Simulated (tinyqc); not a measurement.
Raising U: Hubbard chain of 6 sites, mean field against exact. Computed by the program tinyqc. Collinear unrestricted mean field (the lowest of 40 random starts) against exact diagonalisation.

one-body matrix (hopping and site energies) (eV):
```
         1        2        3        4        5        6
1   0.2600  -1.4000   0.0000   0.0000   0.0000   0.0000
2  -1.4000  -0.3500  -1.4000   0.0000   0.0000   0.0000
3   0.0000  -1.4000  -0.1400  -1.4000   0.0000   0.0000
4   0.0000   0.0000  -1.4000  -0.3800  -1.4000   0.0000
5   0.0000   0.0000   0.0000  -1.4000   0.5000  -1.4000
6   0.0000   0.0000   0.0000   0.0000  -1.4000   0.1400
```

electrons, up and down: 3  3

Exact and mean-field results (eV):
```
U          U/t   E exact  E mean field  mean |n_up - n_down|  double occupancy, exact  first gap in the sector
0.700    0.500  -8.84160      -8.79441                 0.000                    0.231                    1.089
1.400    1.000  -7.92266      -7.73174                 0.000                    0.207                    0.975
2.800    2.000  -6.38205      -5.69386                 0.394                    0.161                    0.798
4.200    3.000  -5.20264      -4.24783                 0.666                    0.121                    0.663
5.600    4.000  -4.31873      -3.31067                 0.800                    0.091                    0.558
8.400    6.000  -3.15169      -2.25809                 0.908                    0.053                    0.414
11.200   8.000  -2.44945      -1.70132                 0.948                    0.033                    0.324
16.800  12.000  -1.67294      -1.13123                 0.977                    0.016                    0.223
28.000  20.000  -1.00841      -0.66884                 0.992                    0.006                    0.136
```

What does the comparison show, and why?

In absolute terms mean field is worst at U/t = 4.0, 1.008 eV too high: at small U it is nearly exact, and at large U it misses only exchange-scale energies. Its local moments set in at U/t = 2.0 of those listed, a broken symmetry that the exact state of a finite cluster with equal spins does not have. Relative to the exact energy its error is 0.5 % at the smallest U, 34 % at most and 34 % at the largest. The double occupancy falls from 0.231 to 0.006.
